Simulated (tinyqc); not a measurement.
Nudged elastic band on a two-dimensional model surface. Changing the spring constant k_s. Computed by tinyqc, a small Python program. Command: `OMP_NUM_THREADS=1 python tinyqc.py 3019155 3019156 out.jsonl neb sweep`. One thread of a shared host (Intel(R) Xeon(R) Processor @ 2.30GHz), about 0.3 s of CPU time with the checks.

V(x, y) = h u^2 + t x + (kappa/2)(y + c u)^2 with u = x^2/w^2 - 1; the path runs from the minimum near (-w, 0) to that near (w, 0).

Inputs (values chosen for the exercise, for a model surface):
```
quantity                    value           unit
height h                     0.65             eV
half width w                  1.2       angstrom
transverse stiffness kappa    1.9  eV/angstrom^2
curvature c                  0.42       angstrom
tilt t                       0.17    eV/angstrom
movable images n                6              -
step factor eta             0.074  angstrom^2/eV
iteration cap                 600              -
```

Surface: curved double well. Climbing image: on.

Method:
- Newton steps x(new) = x - H^-1 grad V (moves limited to 0.3 angstrom) from (-w, 0), (w, 0) and (0, c) give the two minima and the saddle.
- Tangent at image i: towards the higher neighbour if the energies rise or fall through i; at a maximum or minimum, tau = t+ dmax + t- dmin if V(i+1) > V(i-1), else t+ dmin + t- dmax, with t+ = R(i+1) - R(i), t- = R(i) - R(i-1) and dmax, dmin the larger and smaller of |V(i+1) - V(i)| and |V(i-1) - V(i)|; then normalise. Force F = -grad V + (grad V.tau) tau + k_s (|t+| - |t-|) tau.
- With a climbing image, the highest image feels instead F = -grad V + 2 (grad V.tau) tau and no spring.
- Update R(new) = R + eta F; the end points stay fixed.
- Start on the straight line; stop when the largest force is below 1e-4 or above 1e6 eV/angstrom.

One run for each value:
```
spring constant k_s (eV/angstrom^2)  iterations  energy of the highest image (eV)
0.20                                        506                            0.8659
0.31                                        362                            0.8659
0.50                                        250                            0.8659
0.78                                        176                            0.8659
1.20                                        126                            0.8659
1.90                                         90                            0.8659
3.00                                         68                            0.8659
4.80                                         61                            0.8659
```

Describe and explain the trends.

Over the rows, iterations falls from 506 to 61.0 (exponent d ln y / d ln x -0.76 between the first rows and -0.23 between the last). Nudging removes the spring force across the path, so the converged energy does not depend on k_s; the springs only set how fast the images space out.

Extremes, crossings and ranges named in words are read from the listed rows.
